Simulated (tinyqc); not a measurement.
# Worked calculation: p-n heterojunction, non-linear Poisson equation by Newton steps, Fermi-Dirac statistics

Program tinyqc, `OMP_NUM_THREADS=1 python tinyqc.py 2040084 2040085 out.jsonl`; Intel Xeon 2.30GHz, shared host, one thread, about 0.2 s. Printed values are rounded.

One dimension, material 1 (p-type) at x < 0 and material 2 (n-type) at x > 0. Band edges: Ec = -psi in material 1 and -psi + dEc in material 2, Ev = Ec - Eg. Flat quasi-Fermi levels: 0 for holes, +V for electrons. n = Nc F((EFn - Ec)/Vt), p = Nv F((Ev - EFp)/Vt), with F(eta) = F_1/2(eta) = (2/sqrt(pi)) int_0^infinity sqrt(u) du/(1 + exp(u - eta)) (Fermi-Dirac statistics); full ionisation, no interface charge, classical densities; the doping types are chosen for the exercise.

Parameters, values chosen for the exercise; band and dielectric values close to those of InGaP and GaAs:
```
symbol,value,unit,meaning
T,250,K,temperature
Eg1,1.91,eV,band gap of material 1
er1,12,,relative permittivity of material 1
Nc1,6.85e17,cm^-3,conduction-band density of states of material 1
Nv1,1.15e19,cm^-3,valence-band density of states of material 1
Eg2,1.4,eV,band gap of material 2
er2,13.1,,relative permittivity of material 2
Nc2,3.32e17,cm^-3,conduction-band density of states of material 2
Nv2,6.98e18,cm^-3,valence-band density of states of material 2
dEc,-0.11,eV,conduction-band offset Ec2 - Ec1
N1,1.3e16,cm^-3,acceptor density of material 1
N2,4.8e16,cm^-3,donor density of material 2
V,0,V,bias of side 1 against side 2
```

Constants: q = 1.602176634e-19 C, kB = 1.380649e-23 J/K, Vt = kB T/q, eps0 = 8.8541878128e-14 F/cm where lengths are in cm. Results are converted to the units shown.

## Offsets and end potentials

dEv = Ev1 - Ev2 = Eg2 - Eg1 - dEc. Neutrality of the majority carriers far from the junction: Nv1 F((-psi_L - Eg1)/Vt) = N1 and Nc2 F((V + psi_R - dEc)/Vt) = N2. Total bending psi_R - psi_L.

dEv = -0.4 eV
psi_L = -1.76383 V
psi_R = -0.150564 V
psi_R - psi_L = 1.61327 V

The alignment is straddling (type I): dEc and dEv have the same sign.

## Permittivity of the intervals

x, node 0 to 10 (nm): [-774, -378, -174, -68.3, -14, 14, 48.1, 89.6, 140, 202, 277]

er1 or er2; the interface lies midway in its interval, which gets the series value 2 er1 er2/(er1 + er2).

eps_r, interval 0 to 9: [12, 12, 12, 12, 12.5259, 13.1, 13.1, 13.1, 13.1, 13.1]

## Couplings between neighbouring nodes

a_i = eps0 eps_r/h_i for the interval from node i to i + 1, with h_i = x_(i+1) - x_i in cm.

coupling a_i, interval 0 to 9 (F/cm^2): [2.68309e-8, 5.20835e-8, 1.00521e-7, 1.95673e-7, 3.96095e-7, 3.40146e-7, 2.79494e-7, 2.30139e-7, 1.87080e-7, 1.54653e-7]

## Starting potential

material, node 0 to 10: [1, 1, 1, 1, 1, 2, 2, 2, 2, 2, 2]

A straight line in x from psi_L to psi_R.

psi at the start, node 0 to 10 (V): [-1.76383, -1.15598, -0.84284, -0.68059, -0.59725, -0.55427, -0.50192, -0.43822, -0.36086, -0.26569, -0.15056]

## Iteration 1: densities, residual and Jacobian diagonal

n_i = Nc F(a_n), a_n = (V - Ec_i)/Vt; p_i = Nv F(a_p), a_p = (Ec_i - Eg)/Vt; rho_i = p_i - n_i + C_i with C = -N1 or +N2; g_i = (Nc F'(a_n) + Nv F'(a_p))/Vt with F' = F_-1/2(eta) = (1/sqrt(pi)) int_0^infinity u^(-1/2) du/(1 + exp(u - eta)). Box widths w_i = (h_(i-1) + h_i)/2 in cm. Residual F_i = a_i (psi_(i+1) - psi_i) - a_(i-1) (psi_i - psi_(i-1)) + q rho_i w_i; Jacobian: a_(i-1) and a_i beside the diagonal, b_i = -a_(i-1) - a_i - q g_i w_i on it. The two end nodes are fixed.

n, node 0 to 10 (cm^-3): [1.89831e-18, 3.40538e-6, 6.99406, 13046.8, 6.24827e5, 3.67401e8, 4.17185e9, 8.02605e10, 2.91122e12, 2.41262e14, 4.8e16]
p, node 0 to 10 (cm^-3): [1.3e16, 7249.65, 0.00352983, 1.89225e-6, 3.95115e-8, 0.377655, 0.0332589, 0.00172876, 4.76606e-5, 5.74957e-7, 2.74688e-9]
residual F, node 1 to 9 (C/cm^2): [-6.24849e-8, -3.22526e-8, -1.66626e-8, -7.85610e-9, 2.46591e-8, 2.90699e-8, 3.53375e-8, 4.32177e-8, 5.24148e-8]
diagonal b, node 1 to 9 (F/cm^2): [-7.89143e-8, -1.52604e-7, -2.96193e-7, -5.91768e-7, -7.36241e-7, -6.19640e-7, -5.09635e-7, -4.17341e-7, -3.54021e-7]

## Iteration 1: Newton step

Solve the tridiagonal system a_(i-1) d_(i-1) + b_i d_i + a_i d_(i+1) = -F_i for nodes 1 to 9, with d = 0 on fixed nodes. Each component d is damped to sign(d) Vt ln(1 + |d|/Vt) before it is added.

Newton step d, before damping, node 1 to 9 (V): [-1.23749, -0.67527, -0.06311, 0.33652, 0.55377, 0.73427, 0.84992, 0.83684, 0.59028]
psi after iteration 1, node 0 to 10 (V): [-1.76383, -1.24362, -0.91774, -0.71008, -0.53669, -0.48350, -0.42528, -0.35851, -0.28147, -0.19360, -0.15056]

## Course of the Newton iteration

Stop when the largest undamped |d| is below 1e-9 V, or after 80 iterations.

Course of the iteration:
```
iteration  largest |F| (C/cm^2)  largest |d| (V)  at node
1                       6.25e-8             1.24        1
2                       5.95e-8             1.30        1
3                       5.66e-8             1.30        1
4                       5.38e-8             1.25        1
5                       5.10e-8             1.17        1
6                       4.82e-8             1.06        1
7                       4.43e-8            0.444        1
8                       1.81e-8            0.115        4
9                       1.08e-8           0.0726        4
10                      7.72e-9           0.0404        4
11                      4.30e-9           0.0174        4
12                      1.36e-9          4.64e-3        4
13                     1.39e-10          4.37e-4        4
14                     1.33e-12          4.38e-6        4
15                     1.20e-16         4.45e-10        4
```

Converged in 15 iterations. Once the step is below 0.1 Vt, 2 more iteration(s) reach the threshold: near the solution the error is roughly squared each time.

## Band edges, densities and displacement

converged psi, node 0 to 10 (V): [-1.76383, -1.75685, -1.42117, -0.92638, -0.58705, -0.39777, -0.24757, -0.16757, -0.15231, -0.15069, -0.15056]

Ec, Ev, n and p as defined; D = a_k (psi_(k+1) - psi_k) on the interval that holds the interface.

Ec, node 0 to 10 (eV): [1.76383, 1.75685, 1.42117, 0.92638, 0.58705, 0.28777, 0.13757, 0.05757, 0.04231, 0.04069, 0.04056]
Ev, node 0 to 10 (eV): [-0.14617, -0.15315, -0.48883, -0.98362, -1.32295, -1.11223, -1.26243, -1.34243, -1.35769, -1.35931, -1.35944]
n, node 0 to 10 (cm^-3): [1.89831e-18, 2.62518e-18, 1.53540e-11, 0.144763, 1.00315e6, 5.24646e11, 5.59203e14, 2.23991e16, 4.44360e16, 4.77409e16, 4.8e16]
p, node 0 to 10 (cm^-3): [1.3e16, 9.40154e15, 1.60791e9, 0.170540, 2.46102e-8, 2.64465e-4, 2.47975e-7, 6.04862e-9, 2.97843e-9, 2.76254e-9, 2.74688e-9]
D = 74.9696 nC/cm^2

## Check against the first integral

Exact first integral: on each side D^2/(2 eps0 er) = G, G = q [Vt (nI_j - nI_b) + Vt (pI_j - pI_b) - C (psi_j - psi_b)], with C = -N1 or +N2, b the neutral end of that side, and nI, pI the densities with F_1/2 replaced by F_3/2(eta) = (4/(3 sqrt(pi))) int_0^infinity u^(3/2) du/(1 + exp(u - eta)). D is continuous, so er1 G1(psi_j) = er2 G2(psi_j) fixes psi_j. Ends from Nv1 F((-psi_L - Eg1)/Vt) = N1 and Nc2 F((V + psi_R - dEc)/Vt) = N2. D is counted positive when psi rises towards material 2.

psi_j = -0.484663 V
D = 74.6074 nC/cm^2
psi_j - psi_L = 1.27917 V
psi_R - psi_j = 0.334098 V
Ec1 - EFn at the interface = 0.484663 eV
Ec2 - EFn at the interface = 0.374663 eV

Material 1 takes 79.3 % of the bending. The 11-node mesh gave D = 74.97 nC/cm^2, 0.49 % above the exact value in size.
